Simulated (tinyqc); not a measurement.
Comparisons within one model: round or elliptic silicon nanowire with anisotropic valleys (Ritz method). A value that a table varies takes the place of the one given here.

Wire along x = [100] on a (001) wafer, y = [010], z = [001]. Valley groups, two valleys each (w = inverse masses): A, axis along z: w_y = 1/mt, w_z = 1/ml, m_x = mt; B, axis along y: w_y = 1/ml, w_z = 1/mt, m_x = mt; C, axis along x: w_y = w_z = 1/mt, m_x = ml.

Hard wall on the ellipse (y/a)^2 + (z/b)^2 = 1, c = hbar^2/2m0. With u = y/a, v = z/b the operator is -c [(w_y/a^2) d2/du2 + (w_z/b^2) d2/dv2] on the unit disc. Basis (1 - u^2 - v^2) u^i v^j; S, X and Y are the disc integrals of f f', (df/du)(df'/du) and (df/dv)(df'/dv), from the integral of u^p v^q = 2 Gamma((p+1)/2) Gamma((q+1)/2)/((p + q + 2) Gamma((p+q+2)/2)) for even p, q; H = c (w_y X/a^2 + w_z Y/b^2).

Converged values use 21 functions of each parity class (e or o in u, then in v).

Constants: hbar^2/2m0 = 3.80998211 eV angstrom^2.

Parameters, chosen for this exercise (near those of a Si nanowire; the results hold for these values, not for the real material): ml = 0.928 m0 (longitudinal mass); mt = 0.189 m0 (transverse mass); a = 38 angstrom (semi-axis along y); b = 35 angstrom (semi-axis along z); asp = (0.4, 0.6, 0.8, 1, 1.3, 1.8, 2.5) (ratios a/b); area = 41.8 nm^2 (cross-section, kept fixed); hw = 2 (height over mean width).

## Size of the basis

Lowest level of each group with 1, 3, 6 and 21 even functions.

Levels (meV):
```
functions      A      B      C
1          51.94  57.90  91.25
3          49.39  54.70  87.95
6          49.36  54.63  87.94
21         49.36  54.63  87.94
```

One function errs by 5.2 % for A, 6.0 % for B and 3.8 % for C, six by 0.00018, 0.00056 and 1.6e-05 meV. The error grows with the axis ratio of the stretched ellipse (2.04, 2.41, 1.09); for a circle it is 6/5.783 - 1 = 3.7 %.

## Flattening the wire at fixed area

a = sqrt(area x ratio/pi), b = a/ratio, 1 nm^2 = 100 angstrom^2; lowest level of each group.

Levels (eV):
```
a/b  a (angstrom)  b (angstrom)       A       B       C
0.4          23.1          57.7  0.1053  0.0398  0.1241
0.6          28.3          47.1  0.0749  0.0411  0.0986
0.8          32.6          40.8  0.0602  0.0458  0.0897
1.0          36.5          36.5  0.0518  0.0518  0.0876
1.3          41.6          32.0  0.0449  0.0619  0.0905
1.8          48.9          27.2  0.0404  0.0797  0.1022
2.5          57.7          23.1  0.0398  0.1053  0.1241
```

Each group is lowest where its stretched ellipse is a circle, at a/b = sqrt(w_y/w_z): 2.22 for A, 0.45 for B and 1.00 for C. The lowest group is B in the first row and A in the last, A and B crossing at a/b = 1 by symmetry; B - A is -65 meV in the first row and +65 meV in the last.

## Shape of the cross-section

Equal area, hard walls, lowest level of -c (w_y d2/dy2 + w_z d2/dz2), c = hbar^2/2m0. Rectangle W x H with H/W = hw; ellipse with b/a = hw; trapezoid of height H, base W/0.8 and top 0.6 of the base; isosceles triangle of height H and base 2W. Ellipse, trapezoid and triangle by converged Ritz bases; 1 nm^2 = 100 angstrom^2.

Levels:
```
shape      A (eV)  B (eV)  B - A (meV)
rectangle  0.1000  0.0432        -56.9
ellipse    0.0870  0.0397        -47.2
trapezoid  0.0900  0.0440        -45.9
triangle   0.0610  0.0555         -5.5
```

W = 45.7 angstrom
H = 91.4 angstrom

For group A the order is triangle, ellipse, trapezoid, rectangle, spanning 64 %. For group B the order is ellipse, rectangle, trapezoid, triangle, spanning 40 %. The ellipse lies below the rectangle for both groups, since corners hold little of the wave function. The triangle is lowest for A, whose light mass lies across the width and gains from the wide base. The spacing B - A of the valley groups runs from -57 to -6 meV.

## What each parameter does

Lowest level of groups A and B. Each row changes one parameter from the base and keeps the others.

Results:
```
case             A (eV)  B (eV)  B - A (meV)
base             0.0494  0.0546          5.3
a = 41 angstrom  0.0439  0.0533          9.4
b = 33 angstrom  0.0507  0.0603          9.6
ml = 1.039 m0    0.0482  0.0536          5.4
mt = 0.17 m0     0.0537  0.0597          6.0
```

The largest shifts from the base row, up to three for each result and ties (the steps differ in size, so this ranks the rows, not the parameters). A (eV): a -0.0055, mt +0.0043, b +0.0013. B (eV): b +0.0056, mt +0.0050, a -0.0013. B - A (meV): b +4.3, a +4.1, mt +0.7.

(tinyqc, `OMP_NUM_THREADS=1 python tinyqc.py 1252707 1252708 out.jsonl`, Intel(R) Xeon(R) Processor @ 2.30GHz, 1 thread, shared host, about 0.05 s.)
